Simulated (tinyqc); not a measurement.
Worked calculation: virtual-crystal alloy in the empirical-pseudopotential method. Values are carried at full precision from step to step, so a last printed digit may differ when a step is redone from the rounded ones.

Virtual crystal A(1-x)B(x): a = (1 - x) a_A + x a_B. Rule linear: V = (1 - x) V_A + x V_B. Rule volume: V = [(1 - x) a_A^3 V_A + x a_B^3 V_B]/a^3, since a form factor is an atomic potential divided by the cell volume.

Constants: hbar^2/2m0 = 3.80998211 eV angstrom^2; Ry = 13.60569312 eV.

Parameters, chosen for this exercise (classic local form factors of the size used for GaP (A) and InP (B), which place X and L only to a few tenths of an eV; shifted at random, so the results belong to these values and not to a real crystal):
```
symbol  value                   unit      meaning
a       (5.442, 5.869)          angstrom  lattice constants of A, B
VSA     (-0.215, 0.029, 0.069)  Ry        symmetric form factors of A
VAA     (0.119, 0.069, 0.021)   Ry        antisymmetric form factors of A
VSB     (-0.235, 0.009, 0.061)  Ry        symmetric form factors of B
VAB     (0.072, 0.049, 0.011)   Ry        antisymmetric form factors of B
rule    linear                            mixing rule
x       0.13                              fraction of B
```

## The virtual crystal

Form a, the two weights and the form factors.

a = 5.4975 angstrom

weights of A and B: 0.87000  0.13000

VS at 3, 8, 11 (Ry): -0.21760  0.02640  0.06796

VA at 3, 4, 11 (Ry): 0.11289  0.06640  0.01970

## The six lowest plane waves at X

Empirical pseudopotential on the fcc lattice, atoms at +/- tau, tau = a (1,1,1)/8, no spin-orbit coupling. H(G,G') = c (2 pi/a)^2 |k + G|^2 delta + VS(q) cos(q.tau) + i VA(q) sin(q.tau), q = G - G', c = hbar^2/2m0; k and G in units of 2 pi/a; VS at |q|^2 = 3, 8, 11 and VA at 3, 4, 11, in rydberg, zero elsewhere. At each k the basis holds all G with |k + G|^2 up to 16; energies are counted from the fourth level at Gamma.

k = (1,0,0) with the small basis G = (0,0,0), (-2,0,0), (-1,1,1), (-1,-1,-1), (-1,1,-1), (-1,-1,1) in place of the full one.

H in this small basis (eV), lower triangle (Hermitian):
```
                  000           -200   -1+1+1  -1-1-1  -1+1-1  -1-1+1
000             4.977
-200          -0.903i          4.977
-1+1+1  -2.093+1.086i   2.093+1.086i    9.954
-1-1-1   2.093-1.086i  -2.093-1.086i   -0.359   9.954
-1+1-1  -2.093-1.086i  -2.093+1.086i  -0.903i  0.903i   9.954
-1-1+1  -2.093-1.086i  -2.093+1.086i  -0.903i  0.903i   0.359   9.954
```

## Levels in the small basis

Diagonalise; the gap between the fourth and fifth level is a first estimate of the direct gap at X.

levels (absolute scale of H) (eV): -0.445  5.286  9.594  9.594  12.714  13.024

gap = 3.119 eV

The full basis gives 4.363 eV for this gap.

## The lowest conduction band along Gamma-X and at L

Full basis at each k.

Levels (eV):
```
k           band 3  band 4  band 5  band 6
L           -0.910  -0.910   2.380   5.274
(0.00,0,0)   0.000   0.000   2.413   4.996
(0.20,0,0)  -0.356  -0.356   3.513   4.510
(0.40,0,0)  -1.071  -1.071   3.397   4.805
(0.60,0,0)  -1.751  -1.751   2.611   3.739
(0.70,0,0)  -2.002  -2.002   2.335   3.179
(0.80,0,0)  -2.184  -2.184   2.155   2.749
(0.85,0,0)  -2.246  -2.246   2.097   2.591
(0.90,0,0)  -2.293  -2.293   2.059   2.470
(1.00,0,0)  -2.330  -2.330   2.033   2.369
```

On these points band 5 is lowest at (1.00,0,0), 2.033 eV above the valence top: in this model the gap is indirect, by a margin of 380 meV.

## Checks

- Fifth band at (0.85,0,0) against the equivalent point (0,0,-0.85), on the absolute scale of H (eV): both 11.2215.

tinyqc: `OMP_NUM_THREADS=1 python tinyqc.py 1080456 1080457 out.jsonl`; about 0.2 s, one thread, shared Intel(R) Xeon(R) Processor @ 2.30GHz.
